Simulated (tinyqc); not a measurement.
# Level and coupling from the resonance

Question. One site of energy u is joined by hoppings -tc to two semi-infinite chains with hopping -t, t = 0.75 eV, and site energy 0. Each gives Sigma = tc^2 (E - i sqrt(4 t^2 - E^2))/(2 t^2) and Gamma = -2 Im Sigma; T(E) = 1 where E - u - 2 Re Sigma = 0. Find tc and u.

energy of full transmission = 0.74013158 eV
Gamma of one lead at that energy = 0.31753155 eV

Solution. Gamma = tc^2 sqrt(4 t^2 - E^2)/t^2 gives tc, and u = E (1 - tc^2/t^2).

tc = 0.370 eV
u = 0.560 eV

Computed by the program tinyqc: `OMP_NUM_THREADS=1 python tinyqc.py 2660012 2660013 out.jsonl`, one thread of a shared Intel Xeon 2.30GHz, about 0.01 s for the whole run.
